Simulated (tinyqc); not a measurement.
Gap and superfluid density against temperature: BCS gap equation with a constant attraction inside the Debye window. Computed by tinyqc, a small Python program. Command: `OMP_NUM_THREADS=1 python tinyqc.py 3009193 3009194 out.jsonl bcs walk`. One thread of a shared host (Intel(R) Xeon(R) Processor @ 2.30GHz), about 0.01 s of CPU time with the checks.

Pairs attract with strength V for |xi| < k_B Theta; N(0) is the density of states for one spin. Energies are given as temperatures (E/k_B, in K) unless marked.

Inputs (values chosen for the exercise, for a model metal): coupling N(0)V = 0.387; Debye temperature Theta = 426 K.

Solver: secant.

Constants: k_B = 8.617333262e-05 eV/K.

Method:
- At T = 0 the gap equation 1/(N(0)V) = int_0^Theta d xi/sqrt(xi^2 + Delta^2) has the integral arcsinh(Theta/Delta), so Delta_0 = Theta/sinh(1/(N(0)V)); weak coupling gives 2 Theta exp(-1/(N(0)V)).
- Gap equation: 1/(N(0)V) = I(Delta, T) = int_0^Theta tanh(E/2T)/E d xi, E = sqrt(xi^2 + Delta^2); 64 Gauss-Legendre points in y with xi = max(Delta, T) sinh(y).
- T_c solves I(0, T_c) = 1/(N(0)V); the weak-coupling form is T_c = (2 e^C/pi) Theta exp(-1/(N(0)V)) with Euler's C = 0.5772157, and 2 Delta_0/T_c then tends to 2 pi e^-C = 3.528.
- Interpolation tanh(1.74 sqrt(T_c/T - 1)); near T_c, 1.74 sqrt(1 - T/T_c). Clean-limit superfluid fraction 1 - (1/2T) int_0^(40 T) cosh^-2(E/2T) d xi (64 points); two-fluid rule 1 - (T/T_c)^4.

T_c = 36.4556 K

Delta_0 = 64.6714 K

Reduced quantities:
```
T/T_c  Delta/Delta_0  tanh form  square-root form  superfluid fraction  two-fluid rule
0.10         1.00000    0.99994            1.6507              1.00000         0.99990
0.20         0.99988    0.99810            1.5563              0.99891         0.99840
0.30         0.99720    0.99022            1.4558              0.98232         0.99190
0.40         0.98529    0.97221            1.3478              0.92956         0.97440
0.50         0.95742    0.94023            1.2304              0.83695         0.93750
0.60         0.90785    0.88975            1.1005              0.71065         0.87040
0.70         0.82992    0.81411            0.9530              0.55821         0.75990
0.80         0.71237    0.70137            0.7782              0.38595         0.59040
0.90         0.52760    0.52267            0.5502              0.19870         0.34390
0.95         0.38133    0.37925            0.3891              0.10060         0.18549
0.98         0.24427    0.24358            0.2461              0.04052         0.07763
```

The tanh form misses the gap by at most about 0.018 (at T/T_c = 0.6); the square-root form is within 3 % only from T/T_c = 0.95. The gap keeps 99 % of Delta_0 up to T/T_c = 0.3, since quasiparticles are exponentially few. The two-fluid rule exceeds the BCS superfluid fraction most, by 0.20, at T/T_c = 0.8. Caution: at this coupling retardation and damping of the phonon exchange (Eliashberg theory) matter.
